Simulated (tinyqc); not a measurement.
Sub-threshold conduction and electro-thermal threshold of an amorphous chalcogenide: the S-shaped curve.

Trap-limited conduction: I = I0 exp(-Ea/kB T) sinh(q V dz/(2 ua kB T)), I0 = 2 q A Nt dz/ta. One lumped temperature T = T0 + Rt I V. The threshold is the largest V for which a steady state exists on the low-current branch.

For each T, V solves Rt I(V, T) V = T - T0.

Parameters, values chosen for the exercise; values of the order of Ge-Sb-Te and related chalcogenides:
- T0 = 358 K (ambient temperature)
- A = 1400 nm^2 (cross-section)
- ua = 23 nm (amorphous thickness)
- dz = 6.3 nm (distance between traps)
- Ea = 0.35 eV (activation energy)
- Nt = 9.5e18 cm^-3 (trap density)
- ta = 1e-14 s (attempt time)
- Rt = 7.9 K/uW (thermal resistance)

Constants: q = 1.602176634e-19 C, kB = 1.380649e-23 J/K. Results are converted to the units shown.

The S-shaped curve:

| T (K) | V (V) | I (uA) | V/I (kohm) |
|---|---|---|---|
| 361 | 0.7618 | 0.4985 | 1528 |
| 368 | 0.9536 | 1.327 | 718.3 |
| 381 | 1.069 | 2.723 | 392.6 |
| 404 | 1.139 | 5.110 | 223.0 |
| 427 | 1.162 | 7.514 | 154.7 |
| 450 | 1.168 | 9.974 | 117.1 |
| 496 | 1.156 | 15.12 | 76.45 |
| 560 | 1.120 | 22.82 | 49.10 |
| 652 | 1.062 | 35.04 | 30.32 |
| 771 | 0.9927 | 52.66 | 18.85 |
| 955 | 0.9118 | 82.88 | 11.00 |

V goes from 0.762 through a maximum of 1.17 (at T = 450 K among the rows listed) to 0.912 V, while I rises from 0.499 to 82.9 uA. The exact threshold is 1.168 V at 449.7 K; beyond it V falls as I rises, a negative differential resistance that a voltage source cannot hold. For T = 496, 560, 652, 771 the layer would crystallise if held at such a temperature. For T = 955 the layer would melt.

Range of the model: Purely electronic switching mechanisms, filaments and series resistance are left out.

tinyqc, about 0.01 s, one thread, Intel Xeon 2.30GHz (shared host): `OMP_NUM_THREADS=1 python tinyqc.py 2490071 2490072 out.jsonl`
